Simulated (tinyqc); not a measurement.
# One-diode model of a solar cell: effects of single changes

J is the current delivered and Vj = V + J Rs the junction voltage. J = X JL - J01 (exp(Vj/(n1 Vt)) - 1) - Vj/Rp. The photocurrent does not depend on voltage.

Inputs (values chosen for the exercise); values of the order met in cells of silicon: temperature T = 323 K; photocurrent at one sun JL = 35.2 mA/cm^2; concentration X = 1 suns; saturation current of the diode J01 = 1.6e-7 A/cm^2; ideality factor of the diode n1 = 1.65; series resistance Rs = 0.69 ohm cm^2; shunt resistance Rp = 400 ohm cm^2; incident power at one sun Pin = 100 mW/cm^2.

Constants: q = 1.602176634e-19 C, kB = 1.380649e-23 J/K, Vt = kB T/q. Results are converted to the units shown.

Each table varies one quantity; the others keep the values above.

## Effect of the series resistance

Jsc at V = 0, Voc at J = 0, the maximum power point where J (1 + 2 Rs G) = G Vj with G = -dJ/dVj; FF = Vmp Jmp/(Voc Jsc); efficiency Vmp Jmp/(X Pin). Empirical fill factor without parasitics FF0 = (v - ln(v + 0.72))/(v + 1), v = Voc/(n1 Vt).

The same in every row: Voc (V) = 0.5631; FF0 = 0.7313.

Results:
```
Rs (ohm cm^2)  Jsc (mA/cm^2)  Vmp (V)  Jmp (mA/cm^2)      FF  efficiency (%)
0                      35.20   0.4524          31.03  0.7083           14.04
0.05                   35.20   0.4511          31.01  0.7060           13.99
0.11                   35.19   0.4496          30.99  0.7032           13.93
0.25                   35.18   0.4460          30.94  0.6967           13.80
0.55                   35.15   0.4385          30.82  0.6827           13.51
1.2                    35.09   0.4226          30.53  0.6529           12.90
6                      34.67   0.3307          26.83  0.4546           8.873
```

Estimate the missing row, Rs = 2.7 ohm cm^2.

Computed row:
```
Rs (ohm cm^2)  Jsc (mA/cm^2)  Vmp (V)  Jmp (mA/cm^2)      FF  efficiency (%)
2.7                    34.96   0.3883          29.71  0.5861           11.54
```

With this row back in the table: As Rs goes from 0 to 6, Voc stays at 0.563 V, FF falls from 0.708 to 0.455 and the efficiency falls from 14.0 to 8.87 %. Voc does not depend on Rs, since no current flows through it at open circuit; between the first two rows FF drops by 1.06 times rs = Rs Jsc/Voc in relative terms.

## Effect of the concentration

Same model as above.

Results:
```
X (suns)  Jsc (mA/cm^2)  Voc (V)  Vmp (V)  Jmp (mA/cm^2)      FF  efficiency (%)     FF0
0.01             0.3514   0.1395  0.07006         0.1760  0.2514           1.233  0.4245
0.04              1.406   0.3684   0.2421         0.7699  0.3601           4.661  0.6488
0.1               3.514   0.4419   0.3317          2.459  0.5253           8.157  0.6859
0.5               17.57   0.5295   0.4125          14.95  0.6628           12.33  0.7202
2                 70.28   0.5958   0.4475          62.23  0.6650           13.92  0.7412
20                697.1   0.7024   0.3652          426.5  0.3181           7.788  0.7684
80                 1078   0.7662   0.3836          540.2  0.2509           2.591  0.7819
300                1190   0.8269   0.4135          595.3  0.2500          0.8205  0.7932
```

Estimate the missing row, X = 6 suns.

Computed row:
```
X (suns)  Jsc (mA/cm^2)  Voc (V)  Vmp (V)  Jmp (mA/cm^2)      FF  efficiency (%)     FF0
6                 210.8   0.6469   0.4280          182.2  0.5719           13.00  0.7551
```

With this row back in the table: As X goes from 0.01 to 300, Voc rises from 0.140 to 0.827 V, FF goes from 0.251 through a maximum of 0.665 (at X = 2 among the rows listed) to 0.250 and the efficiency goes from 1.23 through a maximum of 13.9 (at X = 2 among the rows listed) to 0.820 %. Voc gains 106 mV a decade at the top and 380 mV at the bottom (n1 Vt ln 10 = 106 mV). Past the optimum the loss in Rs, which grows as J^2, outruns the gain in Voc: at the best row X JL Rs = 1.1 n1 Vt. For X = 0.01, 0.04, 0.1 v is below 10, outside the range of the formula for FF0. For X = 0.01, 0.04, 0.1 the shunt carries over 0.3 of the photocurrent at open circuit, so it pulls Voc down and FF towards the 1/4 of a resistor. For X = 20, 80, 300 Rs Jsc exceeds half of Voc, so the series resistance shapes the curve and drives FF towards the 1/4 of a resistor.

Program tinyqc, `OMP_NUM_THREADS=1 python tinyqc.py 2280026 2280027 out.jsonl`; Intel Xeon 2.30GHz, shared host, one thread, about 0.01 s.
